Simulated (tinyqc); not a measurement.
Equation-of-state fits to an energy-volume table made by a known binding curve. Changing the shift of the window centre s. Computed by tinyqc, a small Python program. Command: `OMP_NUM_THREADS=1 python tinyqc.py 3011663 3011664 out.jsonl eosfit sweep`. One thread of a shared host (Intel(R) Xeon(R) Processor @ 2.30GHz), about 0.05 s of CPU time with the checks.

With x = (V/V_0)^(1/3), the energy per atom is E = D [exp(-2 eta (x - 1)) - 2 exp(-eta (x - 1))], so that B0 = 2 D eta^2/(9 V_0) and B' = 1 + eta. B' = dB/dP at P = 0.

Inputs (values chosen for the exercise, for a model crystal):
```
quantity,value,unit
cohesive energy D,1.91,eV/atom
true volume V_0,22.1,angstrom^3/atom
stiffness eta,4.97,-
half-width of the volume window w,0.2,-
points N,11,-
compression V/V_0 for the pressure test,0.75,-
noise amplitude,0.049,meV
```

Binding curve: Morse. Noise: added.

numbers xi_j, drawn evenly from -1 to 1: [-0.3352, 0.0195, 0.3842, -0.5150, -0.1153, -0.4837, 0.9219, -0.8896, -0.9371, -0.3319, 0.8256, -0.2532, -0.0764, -0.8398, 0.3959, 0.6406, 0.8291, 0.4935, 0.1971, 0.3351, -0.5323]

Constants: 1 eV/angstrom^3 = 160.2176634 GPa.

Method:
- B0 and B' from the formulas above; P = -dE/dV at V = c V_0 (c the compression chosen), from the curve itself.
- Table: V_j = V_0 [1 + s + w (2 j/(N - 1) - 1)], j = 0..N-1, rounded to 0.001; E_j from the curve plus the noise amplitude times the listed numbers xi_j (xi_0 first), rounded to 1e-7 eV.
- Third-order Birch-Murnaghan is a cubic in u = V^(-2/3): fit it by linear least squares, find the minimum, and take B0 = V E''(V), B' = -1 - V E'''/E'' there.
- Errors are fitted minus exact, relative; the pressure at c V_0 uses P = (3 B0/2) (x^7 - x^5) [1 + (3/4)(B' - 4)(x^2 - 1)], x = (V0/V)^(1/3) with the fitted values.

One run for each value:
```
shift of the window centre s,error of B0 (%),error of B' (%),error of that pressure (%)
-0.18,4.4809,-6.5110,-0.1099
-0.12,1.3793,-3.9380,-0.1124
-0.06,0.0429,-2.0099,0.1876
0.00,-0.3211,-0.6329,0.7291
0.06,-0.2215,0.3074,1.4042
0.12,0.0354,0.9165,2.0907
0.18,0.2803,1.2796,2.6682
```

Over the rows, error of B0 (%) goes from 4.48 through a minimum among these rows, -0.321 at 0, to 0.280; error of B' (%) rises from -6.51 to 1.28; error of that pressure (%) goes from -0.110 through a minimum among these rows, -0.112 at -0.120, to 2.67. Shifting the window moves the minimum away from its centre, which changes how the neglected higher-order terms enter the fitted values.

Extremes, crossings and ranges named in words are read from the listed rows.
